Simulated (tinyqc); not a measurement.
Three-phonon processes in a diatomic chain: dispersion, energy and momentum conservation, and decay channels of optical phonons: one step, computed by the program tinyqc. Command: `OMP_NUM_THREADS=1 python tinyqc.py 3121559 3121560 out.jsonl threeph walk`. One thread of a shared host (Intel(R) Xeon(R) Processor @ 2.30GHz), about 0.04 s of CPU time with the checks.

Cell length a, two atoms, one spring constant. x = q a/pi runs from -1 to 1; A and O are the acoustic and optical branches. Matrix elements are not computed: only conservation laws and occupation factors are followed.

Task: Dispersion. omega^2 = k (1/m + 1/M) -/+ k sqrt((1/m + 1/M)^2 - 4 sin^2(pi x/2)/(m M)); nu = 15.6333042 THz x sqrt(omega^2) for eV/(angstrom^2 u).

Inputs (values chosen for the exercise, for a model chain): light mass m = 10.8 u; heavy mass M = 18.7 u; spring constant k = 12 eV/angstrom^2.

Constants: nu for 1 eV/(angstrom^2 u) = 15.6333042 THz.

Give: the table «Branches» with the columns nu_A (THz), nu_O (THz), for x = 0.10, 0.20, 0.35, 0.50, 0.65, 0.80, 0.90, 1.00.

Result:

Branches:
```
x,nu_A (THz),nu_O (THz)
0.10,2.21,29.19
0.20,4.41,28.94
0.35,7.63,28.26
0.50,10.71,27.24
0.65,13.57,25.94
0.80,16.03,24.49
0.90,17.23,23.67
1.00,17.71,23.30
```
